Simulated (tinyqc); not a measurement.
## p-n junction with a stepped n side, non-linear Poisson equation by Newton steps: capacitance and field against bias

One dimension, p side on the left, n side on the right; net doping C = -Na for x < 0, +N1 for 0 < x < L1 and +Nd beyond. The potential psi is counted from the intrinsic level, and the quasi-Fermi potentials are flat: 0 for holes and -V for electrons, so n = ni exp((psi + V)/Vt) and p = ni exp(-psi/Vt) (Boltzmann statistics, full ionisation, no current). Under reverse bias this makes the minority densities vanishingly small everywhere; they play no part in the charge.

The Poisson equation d/dx(eps0 eps_r dpsi/dx) = -q (p - n + C) is solved on a mesh of more than 1000 nodes that ends in neutral material (psi_p = -Vt ln(Na/ni), psi_n = Vt ln(Nd/ni) - V). C_j = q d/dV of the integral of p over x, from the linearised equation. ni = sqrt(Nc Nv) exp(-Eg/(2 Vt)), Eg in volts. Depletion approximation: Vbi = Vt ln(Na Nd/ni^2), W = sqrt(2 eps0 eps_r (Vbi - V)(1/Na + 1/Nd)/q), xp = W Nd/(Na + Nd), xn = W Na/(Na + Nd), peak field 2 (Vbi - V)/W, capacitance eps0 eps_r/W. The last column applies it to an abrupt Na-Nd junction.

Values chosen for this exercise; band and dielectric values close to those of silicon: temperature T = 300 K; band gap Eg = 1.12 eV; relative permittivity eps_r = 11.9; conduction-band density of states at T Nc = 2.82e19 cm^-3; valence-band density of states at T Nv = 2.64e19 cm^-3; acceptor density of the p side Na = 2.5e18 cm^-3; donor density of the n side Nd = 8.5e16 cm^-3; width of the first n layer L1 = 120 nm; donor density of the first n layer N1 = 2.6e17 cm^-3.

Constants: q = 1.602176634e-19 C, kB = 1.380649e-23 J/K, Vt = kB T/q, eps0 = 8.8541878128e-14 F/cm where lengths are in cm. Results are converted to the units shown.

Results:
```
V (V)  peak |E| (kV/cm)  C_j (nF/cm^2)  1/C_j^2 (cm^4/uF^2)  eps0 eps_r/C_j (nm)  abrupt depletion C (nF/cm^2)
0                 252.5          149.8                44.55                70.33                         87.37
-0.22             281.7          134.0                55.65                78.60                         78.40
-0.44             308.3          122.4                66.75                86.08                         71.72
-0.67             333.9          112.9                78.38                93.28                         66.29
-0.89             356.6          105.7                89.57                99.72                         62.10
-1.11             378.0          99.56                100.9                105.8                         58.62
-1.33             398.3          94.31                112.4                111.7                         55.67
-1.78             436.5          85.19                137.8                123.7                         50.80
-2                453.9          81.08                152.1                130.0                         48.84
```

Estimate the missing row, V = -1.56 V.

Computed row:
```
V (V)  peak |E| (kV/cm)  C_j (nF/cm^2)  1/C_j^2 (cm^4/uF^2)  eps0 eps_r/C_j (nm)  abrupt depletion C (nF/cm^2)
-1.56             418.3          89.45                125.0                117.8                         53.01
```

With this row back in the table: With V going from 0 to -2 V, C_j falls from 150 to 81.1 nF/cm^2 and the peak field rises from 253 to 454 kV/cm. The slope of 1/C_j^2, read as N = 2/(q eps0 eps_r |slope|), gives 2.35e17 cm^-3 between the first two rows and 1.82e17 cm^-3 between the last two, against Na Nd/(Na + Nd) = 8.22e16 cm^-3; it is not a straight line, so no single doping describes it. At the end C_j goes as (Vbi - V)^(-0.63) with Vbi = 0.909 V, and it is 66 % above the abrupt depletion formula (at the first row 71 % above it).

Computed by the program tinyqc: `OMP_NUM_THREADS=1 python tinyqc.py 2000033 2000034 out.jsonl`, one thread of a shared Intel Xeon 2.30GHz, about 0.03 s for the whole run.
